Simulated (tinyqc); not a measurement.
The basis set: RHF and MP2 along a ladder of basis sets, for BeH2, spin multiplicity 1. Computed by the program tinyqc with PySCF. Command: `OMP_NUM_THREADS=1 python tinyqc.py 112705 112706 out.jsonl`; one thread of a shared host (Intel(R) Xeon(R) Processor @ 2.60GHz), about 2 s.

Geometry (angstrom):
```
atom       x        y       z
Be    0.0000   0.0000  0.0000
H     0.0000   1.2630  0.0000
H     0.0000  -1.2490  0.0000
```

Same geometry throughout; the dipole is taken about the origin.

RHF and frozen-core MP2 in a ladder of bases:
```
basis    functions  E(RHF) (hartree)  E(MP2 corr) (hartree)  HOMO (eV)  LUMO (eV)  dipole (debye)
sto-3g           7        -15.560253              -0.021319   -11.8911     5.7048        4.00e-04
3-21g           13        -15.669185              -0.027587   -12.4792     2.2934          0.0218
6-31g           13        -15.755315              -0.027729   -12.4533     2.5107          0.0237
6-31g**         24        -15.762713              -0.049202   -12.3852     2.5518          0.0224
cc-pvdz         24        -15.762797              -0.051018   -12.4290     1.9705          0.0220
cc-pvtz         58        -15.767608              -0.060932   -12.4915     1.6797          0.0229
```

From cc-pVDZ to cc-pVTZ the RHF energy falls by 4.8 mhartree and the correlation energy by 9.9. If valence correlation converges as X^-3, (27 E(T) - 8 E(D))/19 gives -0.0651 hartree, a rough estimate from such small X that usually falls short; STO-3G holds about 33 % of it. Beyond STO-3G the LUMO moves by 0.9 eV and the HOMO by 0.1 eV.
